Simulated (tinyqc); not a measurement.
Precursor delivery and alloy composition in metal-organic vapour-phase epitaxy. Inputs raised by 5 %, one at a time. Computed by tinyqc, a small Python program. Command: `OMP_NUM_THREADS=1 python tinyqc.py 3030978 3030979 out.jsonl movpe sens`. One thread of a shared host (Intel(R) Xeon(R) Processor @ 2.30GHz), about 0.01 s of CPU time with the checks.

Carrier gas leaves each bubbler saturated. Group-III species cross a boundary layer and react at the surface; element 2 can also desorb. The film is (1)_(1-x) (2)_x V with a zinc-blende cell.

Inputs (values chosen for the exercise, close to those used for AlGaAs from TMAl and TMGa): source 1: a in log10(p/torr) = a - b/T = 8.22; source 1: b = 2134 K; source 1: bath temperature = 24 C; source 1: carrier flow = 13 sccm; source 2: a = 8.07; source 2: b = 1703 K; source 2: bath temperature = -8 C; source 2: carrier flow = 4.2 sccm; bubbler pressure p_b = 600 torr; group-V hydride flow = 220 sccm; total flow = 16 slm; reactor pressure p = 200 torr; diffusivity D0 at 273.15 K and 760 torr = 0.37 cm^2/s; boundary layer delta = 1.1 cm; prefactor of the surface rate k_s = 1e+14 cm/s; energy of k_s = 1.88 eV; prefactor of the loss of element 2 = 5.2e+16 layers/s; energy of the loss = 3.62 eV; lattice constant a = 5.655 angstrom; growth temperature T = 710 C.

Constants: k_B = 1.380649e-23 J/K; k_B = 8.617333262e-05 eV/K.

Method:
- Temperatures in kelvin are T(C) + 273.15.
- Vapour pressure p_v = 10^(a - b/T); precursor flow = carrier flow x p_v/(p_b - p_v); 1 sccm = 44.615 micromol/min; V/III = hydride flow over the sum of both; gas share x_g = F2/(F1 + F2).
- Partial pressure p_i = p F_i/(44615 x total flow in slm); density n_i = p_i/(k_B T), 1 torr = 133.322 Pa; D = D0 (T/273.15)^1.75 (760/p), h = D/delta, the same for both; k_s = prefactor x exp(-energy/(k_B T)); arrival J_i = n_i/(1/h + 1/k_s); in layers per second g_i = J_i a^2/2 (two group-III sites per a^2 on (001)).
- Loss of element 2 is r x with r = prefactor x exp(-energy/(k_B T)). Then x = (g2 - r x)/(g1 + g2 - r x), or r x^2 - (g1 + g2 + r) x + g2 = 0, smaller root; growth rate G = g1/(1 - x) layers/s; one layer is a/2 thick, 1 angstrom/s = 0.36 um/h.
- Distribution coefficient = [x/(1 - x)]/[x_g/(1 - x_g)], x_g = g2/(g1 + g2).

Runs:
```
input moved                                       from        to  solid share x  growth rate G (um/h)  distribution coefficient  V/III ratio
base run                                             -         -         0.5793                 1.376                    0.9894        381.5
source 1: carrier flow (sccm)                       13     13.65         0.5674                 1.405                    0.9897        373.7
bubbler pressure p_b (torr)                        600       630         0.5784                 1.307                    0.9889        401.7
total flow (slm)                                    16      16.8         0.5791                 1.310                    0.9889        381.5
reactor pressure p (torr)                          200       210         0.5793                 1.376                    0.9894        381.5
prefactor of the loss of element 2 (layers/s)  5.2e+16  5.46e+16         0.5791                 1.376                    0.9889        381.5
prefactor of the surface rate k_s (cm/s)         1e+14  1.05e+14         0.5793                 1.376                    0.9894        381.5
```

Exponents ln(y'/y) / ln(x'/x):
```
input                               solid share x  growth rate G  distribution coefficient  V/III ratio
source 1: carrier flow                     -0.425          0.429                     0.004       -0.424
bubbler pressure p_b                       -0.030         -1.059                    -0.011        1.053
total flow                                 -0.005         -1.006                    -0.011        0.000
reactor pressure p                          0.000          0.001                     0.000        0.000
prefactor of the loss of element 2         -0.005         -0.006                    -0.011        0.000
prefactor of the surface rate k_s           0.000          0.001                     0.000        0.000
```

Among the inputs moved here: solid share x answers most in size to source 1: carrier flow (exponent -0.425), next to bubbler pressure p_b (-0.030); its exponent is below 0.0005 for reactor pressure p, prefactor of the surface rate k_s. Growth rate G answers most in size to bubbler pressure p_b (exponent -1.059), next to total flow (-1.006). Its exponent -1.006 in total flow: more carrier dilutes the precursors at fixed delta. Its exponent +0.001 in reactor pressure p: transport control at fixed delta: n grows as p and D falls as 1/p. Distribution coefficient answers most in size to bubbler pressure p_b (exponent -0.011), and about equally to total flow (-0.011), prefactor of the loss of element 2 (-0.011); its exponent is below 0.0005 for reactor pressure p, prefactor of the surface rate k_s. V/III ratio answers most in size to bubbler pressure p_b (exponent +1.053), next to source 1: carrier flow (-0.424); its exponent is below 0.0005 for total flow, reactor pressure p, prefactor of the loss of element 2, prefactor of the surface rate k_s.

Caution (all rows): trimethylaluminium is largely a dimer in the vapour, which would double its metal flow; it is counted as a monomer here. Caution (all rows): the lattice constant is held fixed as x changes, delta does not respond to the flow, both precursors share one D and k_s, and gas-phase side reactions are left out.
